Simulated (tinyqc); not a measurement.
# Frequency dispersion of an accumulation capacitance by border traps, distributed model, step by step

tinyqc, about 0.7 s, one thread, Intel Xeon 2.30GHz (shared host): `OMP_NUM_THREADS=1 python tinyqc.py 2202220 2202221 out.jsonl` Printed values are rounded.

Traps spread evenly through the insulator exchange electrons with the semiconductor by tunnelling, with tau(x) = t0 exp(2 ka x) at depth x from the interface. The admittance per area Y seen at depth x obeys dY/dx = -Y^2/(i w eps0 eox) + q Nb ln(1 + i w tau)/tau, with Y(0) = i w Cs and w = 2 pi f; the gate sees Y(tox) = G + i w C. Working variable y = Y/(i w), in uF/cm^2. Cox = eps0 eox/tox.

Values chosen for this exercise; permittivity close to that of silicon dioxide: relative permittivity of the insulator eox = 3.76; insulator thickness tox = 9.7 nm; semiconductor capacitance in accumulation Cs = 2.5 uF/cm^2; density of border traps Nb = 3.8e19 cm^-3 eV^-1; decay constant of the wave function in the insulator ka = 6.5 1/nm; time constant of a trap at the interface t0 = 2e-11 s; frequency f = 1000 Hz; depth down to which the steps are taken xe = 1.6 nm.

Constants: q = 1.602176634e-19 C, eps0 = 8.8541878128e-14 F/cm where lengths are in cm. Results are converted to the units shown.

## Scales and lumped estimate

Cox; trap-free value 1/(1/Cox + 1/Cs); response depth d = ln(1/(w t0))/(2 ka), where w tau = 1; lumped estimate: all traps within d act as C_bt = q Nb d placed at d/2, so C = 1/{1/[1/(1/Cs + d/(2 eps0 eox)) + C_bt] + (tox - d/2)/(eps0 eox)}.

Cox = 0.3432139 uF/cm^2
trap-free C = 0.3017834 uF/cm^2
d = 1.222281 nm
C_bt = 0.7441580 uF/cm^2
lumped C = 0.3187819 uF/cm^2

The traps within reach amount to 0.298 Cs and lie in the first 12.6 % of the insulator.

## Midpoint steps through the active depth

In terms of y: dy/dx = -y^2/(eps0 eox) + s(x), s = q Nb ln(1 + z)/z, z = i w tau. 9 midpoint steps of h = xe/9: y_half = y + (h/2) y'(x, y), y(new) = y + h y'(x + h/2, y_half).

| point | x (nm) | s (uF/(cm^2 nm)) | y (uF/cm^2) |
|---|---|---|---|
| 0 | 0 | 0.6088271+0.0000000i | 2.500000+0.000000i |
| 1 | 0.1777778 | 0.6088271-0.0000004i | 2.303913+0.000000i |
| 2 | 0.3555556 | 0.6088271-0.0000039i | 2.149848+0.000000i |
| 3 | 0.5333333 | 0.6088271-0.0000392i | 2.026929-0.000002i |
| 4 | 0.7111111 | 0.6088268-0.0003958i | 1.927641-0.000023i |
| 5 | 0.8888889 | 0.6087922-0.0039916i | 1.846627-0.000235i |
| 6 | 1.066667 | 0.6053139-0.0399135i | 1.779916-0.002378i |
| 7 | 1.244444 | 0.4233321-0.2332793i | 1.719012-0.022247i |
| 8 | 1.422222 | 0.0677280-0.1177516i | 1.602999-0.052490i |
| 9 | 1.6 | 0.0070151-0.0220330i | 1.480379-0.052384i |

## Capacitance and conductance at the gate

y at xe = 1.480379-0.052384i uF/cm^2

Beyond xe the traps are ignored, so 1/y(tox) = 1/y(xe) + (tox - xe)/(eps0 eox); C = Re y, G/w = -Im y, loss tangent G/(w C).

y at the gate = 0.3217631-0.0024718i uF/cm^2
C = 0.3217631 uF/cm^2
G/w = 0.002471772 uF/cm^2
loss tangent = 0.007681964

A fine integration over the whole insulator gives C = 0.32181 and G/w = 0.002623 uF/cm^2; the coarse G/w is 5.8 % below that. The fine C is 6.6 % above the trap-free value, and the lumped estimate is 0.94 % below the fine result.
